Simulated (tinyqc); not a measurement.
## Thermal resistances of a two-die stack

Problem. Heat leaves through the lower die only, and the system is linear. Find the resistance R1 from the lower die to the coolant, R2 between the dies, and the rise of the upper die when both are powered.

Inputs (values chosen for the exercise):

| symbol | value | unit | meaning |
|---|---|---|---|
| P1 | 24 | W | power of the lower die |
| P2 | 3.6 | W | power of the upper die |

rises of the lower and upper die with only the lower one powered (K): 8.64  8.64
rises of the lower and upper die with only the upper one powered (K): 1.296  1.692

Answer. With only the lower die powered no heat crosses R2, so both dies rise by P1 R1; the difference in the second test is P2 R2; rises add.

R1 = 0.360 K/W
R2 = 0.110 K/W
rise of the upper die = 10.3 K

Computed by the program tinyqc: `OMP_NUM_THREADS=1 python tinyqc.py 2162081 2162082 out.jsonl`, one thread of a shared Intel Xeon 2.30GHz, about 0.02 s for the whole run.
